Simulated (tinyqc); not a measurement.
Keating valence-force model of a tetrahedral crystal: one step, computed by the program tinyqc.

Atom A sits at 0 and atom B at a/4 (1,1,1) of an fcc lattice; the four bonds from A are t = a/4 (1,1,1), a/4 (1,-1,-1), a/4 (-1,1,-1), a/4 (-1,-1,1), of length d = sqrt(3) a/4. Energy: E = (3 alpha/(8 d^2)) sum over bonds (r.r - d^2)^2 + (3 beta/(8 d^2)) sum over pairs of bonds at one atom (r_i.r_j + d^2/3)^2, with beta_A for the six pairs at A and beta_B for the six at B. The cell holds two atoms, Omega = a^3/4. 1 N/m = 1 J/m^2.

Problem. LO-TO splitting. The long-range field adds 4 pi Z*^2 (e^2/(4 pi eps_0))/(eps_inf Omega mu) to lambda for the longitudinal mode at q -> 0; lambda = (nu/15.6333042 THz)^2; eps_0 = eps_inf (nu_LO/nu_TO)^2 (Lyddane-Sachs-Teller; here eps_0 is the static dielectric constant).

Inputs (values chosen for the exercise, for a model crystal): lattice constant a = 5.328 angstrom; Born charge Z* = 2.92 e; eps_inf = 6.34.

Structure: zinc blende.

nu_TO at G = 17.54775 THz

reduced mass mu = 26.29535 u

Constants: nu for 1 eV/(angstrom^2 u) = 15.6333042 THz; e^2/(4 pi eps_0) = 14.39964548 eV angstrom.

Give: nu_LO at G; static dielectric constant.

Solution.

nu_LO at G = 19.18 THz

static dielectric constant = 7.572

The splitting is 9.3 % of nu_TO, and the lattice adds 1.23 to the dielectric constant.
